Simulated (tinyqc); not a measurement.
What each parameter does: defect-molecule model of a vacancy with Jahn-Teller distortion.

Four dangling hybrids a, b, c, d point into the vacancy: H_ii = E0, and -gm between any two. A tetragonal distortion Q pairs a with b and c with d: those two couplings become -gm - I Q and the other four -gm + I Q/2, at an elastic cost k Q^2/2. The a1 level holds two electrons; charge states 2+, + and 0 put n = 0, 1, 2 more into the lowest level of t2 origin. Energy from the 2+ state at Q = 0, with the Fermi level mu counted from Ev: W_n(Q) = n (et - 2 I Q) + k Q^2/2 + Uc n (n - 1)/2 - n mu. et = E0 + gm is the undistorted t2 level.

Values chosen for the exercise (of the size used for the vacancy in silicon; shifted at random, so the results belong to these values and not to a real crystal): E0 = -0.09 eV (level of a dangling hybrid, from Ev); gm = 0.36 eV (coupling between two dangling hybrids); I = 0.92 eV/angstrom (Jahn-Teller coupling); k = 17.3 eV/angstrom^2 (force constant of the mode); Uc = 0.24 eV (repulsion of two electrons in one orbital).

E_JT = 2 I^2/k, E(2+/+) = et - E_JT, E(+/0) = et - 3 E_JT + Uc, U_eff = E(+/0) - E(2+/+); a1 level E0 - 3 gm.

One parameter was then changed.

Results before and after:

| case | (2+/+) (eV) | (+/0) (eV) | U_eff (eV) | a1 (eV) |
|---|---|---|---|---|
| base | 0.1722 | 0.2165 | 0.0443 | -1.1700 |
| changed | 0.2222 | 0.2665 | 0.0443 | -1.1200 |

Which of these changes was made? (a) Uc = 0.3 eV; (b) k = 19.03 eV/angstrom^2; (c) E0 = -0.04 eV; (d) I = 1.012 eV/angstrom; (e) gm = 0.4 eV.

Answer: (c) E0 = -0.04 eV. Of the candidates, run in turn, only this one gives the changed row.

All candidates:

| case | (2+/+) (eV) | (+/0) (eV) | U_eff (eV) | a1 (eV) |
|---|---|---|---|---|
| base | 0.1722 | 0.2165 | 0.0443 | -1.1700 |
| E0 = -0.04 eV | 0.2222 | 0.2665 | 0.0443 | -1.1200 |
| gm = 0.4 eV | 0.2122 | 0.2565 | 0.0443 | -1.2900 |
| I = 1.012 eV/angstrom | 0.1516 | 0.1548 | 0.0032 | -1.1700 |
| k = 19.03 eV/angstrom^2 | 0.1810 | 0.2431 | 0.0621 | -1.1700 |
| Uc = 0.3 eV | 0.1722 | 0.2765 | 0.1043 | -1.1700 |

E0 and gm move both levels alike, so U_eff depends on I, k and Uc alone.

Run: tinyqc, `OMP_NUM_THREADS=1 python tinyqc.py 1482706 1482707 out.jsonl`; Intel(R) Xeon(R) Processor @ 2.30GHz, one thread, shared host; about 0.01 s of CPU time with all checks.
